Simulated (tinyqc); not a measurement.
Transfer-length model of a contact: one step of the calculation.

A metal contact of length d and width W on a thin layer of the same width. The metal has no resistance, the sheet resistance under it equals Rsh, and current enters the layer at the front edge x = 0.

Task. Contact resistivity. rc = Rsh Lt^2. Short cuts: Rsh A^2 (long contact, Lt = A) and Rc W d (short contact, even current).

Parameters, values chosen for the exercise:
- rc = 6.3e-6 ohm cm^2 (specific contact resistivity)
- d = 0.44 um (contact length)
- W = 69 um (contact width)

Rsh = 125.48681 ohm/sq
Rc = 20.431496 ohm
A = 11.234434 um
converged Lt = 2.2087978 um

Wanted: rc; Rsh A^2; Rc W d.

Result.

rc = 6.122e-6 ohm cm^2
Rsh A^2 = 1.584e-4 ohm cm^2
Rc W d = 6.203e-6 ohm cm^2

The extracted rc is 2.8 % below the value 6.3e-6 ohm cm^2 that made the data.

tinyqc, about 0.01 s, one thread, Intel Xeon 2.30GHz (shared host): `OMP_NUM_THREADS=1 python tinyqc.py 2760137 2760138 out.jsonl`
